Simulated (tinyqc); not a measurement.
Deformation potentials from a strained empirical pseudopotential: sweeps and comparisons. A value that a table varies takes the place of the one given here.

Diamond lattice, no spin-orbit coupling. Atomic form factor V(q) = a1 (q^2 - a2)/(a3 exp(a4 q^2) - 1) in rydberg with q in 1/bohr, for the unstrained cell. Under a strain e the reciprocal vectors and k go over into (1 + e)^(-1) G, the atoms sit at +/- tau with tau = (1 + e) a (1,1,1)/8 - zeta a (eyz, ezx, exy)/4, and H(G,G') = c |k + G|^2 delta + (V(q)/det(1 + e)) cos(q.tau), q = G - G', with the term q = 0 left out; c = hbar^2/2m0. The basis is fixed before straining: all G with |k + G|^2 up to 16 (2 pi/a)^2. k is given in units of 2 pi/a of the unstrained cell.

Constants: hbar^2/2m0 = 3.80998211 eV angstrom^2; Ry = 13.60569312 eV; a0 (Bohr radius) = 0.5291772105 angstrom.

Values chosen for the exercise (near those of Si; not measured data): a = 5.425 angstrom (lattice constant); A = (0.538, 2.197, 2.08, 0.482) (a1 (Ry bohr^2), a2 (1/bohr^2), a3, a4 (bohr^2)); h = 0.004 (size of the test strain); kD = 0.82 2 pi/a (position of the Delta minimum); a1 = 0.538; a2 = 2.197; a3 = 2.08; a4 = 0.482.

## The internal displacement

Xu of L (level 5, the lowest empty one) and d from exy = eyz = ezx = h for several zeta: Xu = [E(L [111]) - E(L [1-1-1])]/((8/3) h), d = (single valence level - pair)/(3 sqrt(3) h). zeta = 0 strains the bonds with the lattice; zeta = 1 keeps all four bond lengths equal to first order.

Results:
```
zeta,Xu (L) (eV),d (eV)
0.00,11.26,0.66
0.25,11.63,-1.66
0.50,12.02,-3.98
0.60,12.18,-4.90
0.75,12.43,-6.29
1.00,12.85,-8.60
```

From zeta = 0 to 1, d goes from 0.66 to -8.60 eV and Xu (L) from 11.26 to 12.85 eV, both nearly linearly: the displacement is an optical-phonon mode, and d = d(0) - zeta d0/4 gives its deformation potential d0 = 37 eV. Leaving the relaxation out (zeta = 0 for 0.5) moves d by +4.64 eV, which reverses its sign, and Xu (L) by -0.76 eV. Tetragonal strain has no such freedom.

## Size of the test strain

e = diag(-h/2, -h/2, h). Xu = [E(Delta z) - E(Delta x)]/(1.5 h) at fixed kD, b = [E(Z) - E(X, Y)]/(4.5 h); one-sided from +h alone, central from +h and -h.

Results (eV):
```
h,Xu one-sided,Xu central,b one-sided,b central
0.0010,8.077,8.082,-3.286,-3.282
0.0025,8.070,8.082,-3.292,-3.282
0.0050,8.057,8.083,-3.302,-3.282
0.0100,8.033,8.084,-3.323,-3.282
0.0200,7.986,8.088,-3.364,-3.283
0.0300,7.941,8.094,-3.405,-3.284
```

From h = 0.001 to 0.03 the one-sided Xu drifts by -0.136 eV and the central one by +0.012 eV; for b the drifts are -0.119 and -0.002 eV. The central difference cancels the term of second order in the strain, so its error goes as h^2. At h = 0.02 the linear law errs by 1.2 % for the valley splitting and 2.5 % for the valence splitting.

## What each parameter of the potential does

Gaps from the valence top to level 8 at Gamma and level 5 at (kD,0,0) and L, and their deformation potentials [E(+h) - E(-h)]/(3 ln((1 + h)/(1 - h))) for e = +/- h 1, h = 0.002. The row for the lattice constant keeps V(q) without the volume factor, so it is not a strain. Each row changes one parameter from the base and keeps the others.

Results:
```
case,Gamma (eV),Delta (eV),L (eV),potential Gamma (eV),potential Delta (eV),potential L (eV)
base,4.149,1.123,2.027,-8.91,2.57,-2.00
a = 5.371 angstrom,4.273,0.826,1.927,-8.61,2.87,-1.83
a1 = 0.543,4.192,1.190,2.076,-8.99,2.56,-2.01
a2 = 2.175,4.263,1.048,2.030,-8.84,2.62,-1.96
a3 = 2.059,4.198,1.218,2.093,-9.00,2.57,-2.00
a4 = 0.487,4.055,1.036,1.951,-8.74,2.65,-1.92
```

The largest shifts from the base row, up to three for each result and ties (the steps differ in size, so this ranks the rows, not the parameters). Gamma (eV): a +0.124, a2 +0.114, a4 -0.094. Delta (eV): a -0.297, a3 +0.096, a4 -0.087. L (eV): a -0.100, a4 -0.076, a3 +0.066. potential Gamma (eV): a +0.30, a4 +0.17, a3 -0.09. potential Delta (eV): a +0.30, a4 +0.08, a2 +0.05; unchanged at the printed digits by a3. potential L (eV): a +0.17, a4 +0.08, a2 +0.04; unchanged at the printed digits by a3.

Run: tinyqc, `OMP_NUM_THREADS=1 python tinyqc.py 1880951 1880952 out.jsonl`; Intel(R) Xeon(R) Processor @ 2.30GHz, one thread, shared host; about 0.2 s of CPU time with all checks.
